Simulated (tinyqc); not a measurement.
# Changing the temperature T

Model: thermal boundary conductance by the acoustic and diffuse mismatch models. Computed by tinyqc, a small Python program. Command: `OMP_NUM_THREADS=1 python tinyqc.py 3003589 3003590 out.jsonl kapitza sweep`. One thread of a shared host (Intel(R) Xeon(R) Processor @ 2.30GHz), about 0.01 s of CPU time with the checks.

Each side has one longitudinal and two transverse Debye branches, omega = v q up to q_D = (6 pi^2 n)^(1/3), with n counting all atoms. Scattering at the interface is elastic. Electrons are left out of G, also for metals. Melting is ignored. G refers to the temperatures of the phonons sent towards the interface. Linear branches over all atoms overstate G at high T, most for crystals with several atoms a cell.

Inputs (values chosen for the exercise, for two model solids):
```
quantity,value,unit
density rho_1,11.6,g/cm^3
longitudinal velocity vL_1,9990,m/s
transverse velocity vT_1,5900,m/s
atom density n_1,88.3,1/nm^3
conductivity kappa_1,44.3,W/(m K)
density rho_2,6.24,g/cm^3
longitudinal velocity vL_2,9400,m/s
transverse velocity vT_2,4890,m/s
atom density n_2,49.7,1/nm^3
conductivity kappa_2,135,W/(m K)
thickness d_1,5.3,nm
thickness d_2,5.4,nm
heat flux J,0.34,kW/cm^2
```

Structure: superlattice.

Constants: hbar = 1.054571817e-34 J s; k_B = 1.380649e-23 J/K.

Method:
- omega_c = v q_D for each branch, given as hbar omega_c/k_B; impedance Z = rho v.
- No mode conversion. t(theta) = 4 Z_1 Z_2 cos(theta_1) cos(theta_2)/N^2, with N = Z_2 cos(theta_1) + Z_1 cos(theta_2) for L (the form for pressure waves) and N = Z_1 cos(theta_1) + Z_2 cos(theta_2) for both T branches (the form for shear waves polarised along the interface); sin(theta_2) = (v_2/v_1) sin(theta_1), and t = 0 beyond the critical angle arcsin(v_1/v_2); the mean over the incoming flux is alpha = 2 int t sin(theta_1) cos(theta_1) d theta_1 (64 Gauss-Legendre points).
- G = (k_B^4 T^3/(8 pi^2 hbar^3)) int W(x) x^4 e^x/(e^x - 1)^2 dx, x = hbar omega/(k_B T). Acoustic mismatch: W = sum over the three branches of alpha(1 to 2)/v_1^2, each up to the lower of its two cut-offs. Diffuse mismatch: W = S_1 S_2/(S_1 + S_2), where S_i sums 1/v^2 over the branches of side i still below their cut-off. Radiation limit: W = min(S_1, S_2). The integral is split at the four cut-offs (64 Gauss-Legendre points a piece, x at most 45).
- Boundary resistance R = 1/G and Kapitza length kappa_2/G use the diffuse value.
- kappa_eff = (d_1 + d_2)/(d_1/kappa_1 + d_2/kappa_2 + 2 R), two interfaces a period, with bulk conductivities in the layers; the gradient is J/kappa_eff.

One run for each value:
```
temperature T (K),"G, diffuse mismatch (MW/(m^2 K))","G, acoustic mismatch (MW/(m^2 K))",Kapitza length in side 2 (nm),interface share of the resistance
3.0,1.086e-02,1.663e-02,1.244e+07,1.0000
5.7,7.446e-02,1.141e-01,1.813e+06,1.0000
11.0,5.351e-01,8.198e-01,2.523e+05,1.0000
20.0,3.216e+00,4.927e+00,4.197e+04,0.9997
38.0,2.204e+01,3.375e+01,6.127e+03,0.9982
71.0,1.307e+02,1.978e+02,1.033e+03,0.9897
130.0,4.698e+02,6.776e+02,2.874e+02,0.9639
250.0,1.023e+03,1.424e+03,1.319e+02,0.9245
480.0,1.410e+03,1.950e+03,9.572e+01,0.8988
900.0,1.560e+03,2.156e+03,8.652e+01,0.8893
```

What does the table show, and why?

Over the rows, G, diffuse mismatch (MW/(m^2 K)) rises from 0.0109 to 1560 (exponent d ln y / d ln x 3.0 between the first rows and 0.16 between the last); G, acoustic mismatch (MW/(m^2 K)) rises from 0.0166 to 2160 (exponent d ln y / d ln x 3.0 between the first rows and 0.16 between the last); Kapitza length in side 2 (nm) falls from 1.24e7 to 86.5 (exponent d ln y / d ln x -3.0 between the first rows and -0.16 between the last). At the low end the exponent of G, diffuse mismatch is 3.00, close to 3: the T^3 law of long waves. At the low end the exponent of G, acoustic mismatch is 3.00, close to 3: the T^3 law of long waves. G follows the heat capacity of the modes that both sides share: T^3 while only long waves are excited, flat once k_B T passes the shared cut-offs. The conductivities are held fixed here.

Caution (rows 3.00, 5.70, 11.0, 20.0, 38.0, 71.0, 130): kappa_2 is of room-temperature size, so the Kapitza length is only nominal at this T. Caution (rows 3.00, 5.70, 11.0, 20.0, 38.0, 71.0, 130): the conductivities are of room-temperature size; at this T real values can differ much and free paths can be long. Caution (all rows): R from emitted-phonon temperatures is too large for use in series with Fourier layers, by up to a factor of about 2. Caution (all rows): layers this thin are often below the phonon free path, where bulk conductivities and independent interfaces no longer hold. Caution (rows 250, 480, 900): at this temperature short waves carry the heat; linear branches up to q_D overstate their velocity, and inelastic processes, left out here, grow with T.
